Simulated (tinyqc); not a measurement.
## Capacitance shares from swing and barrier lowering

Question. Below threshold the charge is negligible, so the band edge moves as -(aG Vg + aD Vd), aG = CG/CS, aD = CD/CS (CG, CD the capacitances of the barrier top to gate and drain, CS the total), and I goes as exp((aG Vg + aD Vd)/Vt) once Vd is well above Vt. Find aG, aD, CS and CD.

Values chosen for this exercise:
- T = 77 K (temperature)

Constants: q = 1.602176634e-19 C, kB = 1.380649e-23 J/K, Vt = kB T/q. Results are converted to the units shown.

swing = 16.976056 mV/decade
DIBL = 46.666667 mV/V
CG = 0.98660950 uF/cm^2

Answer. The swing is Vt ln 10/aG and the DIBL, -dVg/dVd at fixed current, is aD/aG.

aG = 0.900
aD = 0.0420
CS = 1.10 uF/cm^2
CD = 0.0460 uF/cm^2

Computed by the program tinyqc: `OMP_NUM_THREADS=1 python tinyqc.py 2400014 2400015 out.jsonl`, one thread of a shared Intel Xeon 2.30GHz, about 0.01 s for the whole run.
